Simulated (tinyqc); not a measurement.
Worked calculation: UKS/PBE0 in the 6-31g basis, for H2-, spin multiplicity 2. The basis has no diffuse functions, so it cannot describe the extra electron: this is an exercise in the method, not the real anion. One step of it, computed by the program tinyqc.

Question. Iteration 1: diagonalisation and new density. A level shift of 0.2 hartree raises the virtual space: F + shift (S - S D(s) S), with D(s) the density of one spin. Diagonalise F' = X^T F X, C = X C', fill 2 alpha and 1 beta electrons from the bottom; D(s) = C_occ C_occ^T. Each column has its largest component positive (the first on a tie).

F(alpha) (hartree), lower triangle:
```
           1H 1s      1H 2s      2H 1s     2H 2s
1H 1s   0.494102
1H 2s  -0.050516   0.163169
2H 1s  -0.079256  -0.070225   0.494102
2H 2s  -0.070225   0.040527  -0.050516  0.163169
```

F(beta) (hartree), lower triangle:
```
           1H 1s      1H 2s     2H 1s     2H 2s
1H 1s   0.700478
1H 2s   0.046326   0.224381
2H 1s  -0.110141  -0.057622  0.700478
2H 2s  -0.057622   0.063333  0.046326  0.224381
```

X, lower triangle:
```
           1H 1s      1H 2s      2H 1s     2H 2s
1H 1s   1.253576
1H 2s  -0.501035   1.511409
2H 1s   0.015493   0.023199   1.253576
2H 2s   0.023199  -0.494393  -0.501035  1.511409
```

D(alpha) at the start, lower triangle:
```
           1H 1s      1H 2s     2H 1s     2H 2s
1H 1s   0.404771
1H 2s   0.286824   0.285921
2H 1s  -0.319493  -0.114078  0.404771
2H 2s  -0.114078   0.064010  0.286824  0.285921
```

D(beta) at the start, lower triangle:
```
          1H 1s     1H 2s     2H 1s     2H 2s
1H 1s  0.042639
1H 2s  0.086373  0.174965
2H 1s  0.042639  0.086373  0.042639
2H 2s  0.086373  0.174965  0.086373  0.174965
```

overlap S, lower triangle:
```
          1H 1s     1H 2s     2H 1s     2H 2s
1H 1s  1.000000
1H 2s  0.658292  1.000000
2H 1s  0.118815  0.309645  1.000000
2H 2s  0.309645  0.629393  0.658292  1.000000
```

Give: F' = X^T F X; orbital energies; coefficients C; F' = X^T F X; orbital energies; coefficients C; D(alpha) after iteration 1; D(beta) after iteration 1.

Answer.

F' = X^T F X (alpha) (hartree), lower triangle:
```
         1        2        3       4
1   0.9660
2  -0.5773   0.6242
3   0.0355  -0.0481   0.9660
4  -0.0481  -0.1419  -0.5773  0.6242
```

orbital energies (alpha) (hartree): MO1 0.0648, MO2 0.3127, MO3 1.3838, MO4 1.4191

coefficients C (alpha):
```
          MO1      MO2      MO3      MO4
1H 1s  0.2173   0.2881  -0.9060   0.9339
1H 2s  0.4105   0.8359   1.2043  -0.6803
2H 1s  0.2173  -0.2881   0.9060   0.9339
2H 2s  0.4105  -0.8359  -1.2043  -0.6803
```

F' = X^T F X (beta) (hartree), lower triangle:
```
         1        2        3       4
1   1.2612
2  -0.5076   0.6775
3  -0.0906  -0.0988   1.2612
4  -0.0988  -0.1746  -0.5076  0.6775
```

orbital energies (beta) (hartree): MO1 0.1445, MO2 0.6229, MO3 1.5290, MO4 1.5811

coefficients C (beta):
```
          MO1      MO2      MO3      MO4
1H 1s  0.1657   0.1049   0.9444  -0.9449
1H 2s  0.4472   1.0558  -0.6568   1.0170
2H 1s  0.1657  -0.1049   0.9444   0.9449
2H 2s  0.4472  -1.0558  -0.6568  -1.0170
```

D(alpha) after iteration 1, lower triangle:
```
         1H 1s    1H 2s   2H 1s   2H 2s
1H 1s   0.1302
1H 2s   0.3300   0.8673
2H 1s  -0.0358  -0.1516  0.1302
2H 2s  -0.1516  -0.5303  0.3300  0.8673
```

D(beta) after iteration 1, lower triangle:
```
        1H 1s   1H 2s   2H 1s   2H 2s
1H 1s  0.0275
1H 2s  0.0741  0.2000
2H 1s  0.0275  0.0741  0.0275
2H 2s  0.0741  0.2000  0.0741  0.2000
```
